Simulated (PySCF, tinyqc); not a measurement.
Inside a calculation. Method: RHF in the sto-3g basis, for BeH+, spin multiplicity 1. The lowest restricted solution is unstable here: a spin-polarised one lies 0.0513 hartree lower (PySCF). One step of it, computed by the program tinyqc.

Problem. Orthogonalisation. S = U s U^T; symmetric (Loewdin) form X = U s^(-1/2) U^T, so that X^T S X = 1.

overlap S, lower triangle:
```
           1Be 1s    1Be 2s   1Be 2px   1Be 2py   1Be 2pz     2H 1s
1Be 1s   1.000000
1Be 2s   0.259517  1.000000
1Be 2px  0.000000  0.000000  1.000000
1Be 2py  0.000000  0.000000  0.000000  1.000000
1Be 2pz  0.000000  0.000000  0.000000  0.000000  1.000000
2H 1s    0.007764  0.161556  0.000000  0.000000  0.228491  1.000000
```

Give: eigenvalues of S; X.

Solution.

eigenvalues of S: 0.665  0.821  1.000  1.000  1.171  1.343

X, lower triangle:
```
         1Be 1s  1Be 2s  1Be 2px  1Be 2py  1Be 2pz  2H 1s
1Be 1s    1.027
1Be 2s   -0.137   1.038
1Be 2px   0.000   0.000    1.000
1Be 2py   0.000   0.000    0.000    1.000
1Be 2pz  -0.003   0.015    0.000    0.000    1.021
2H 1s     0.013  -0.088    0.000    0.000   -0.120  1.032
```
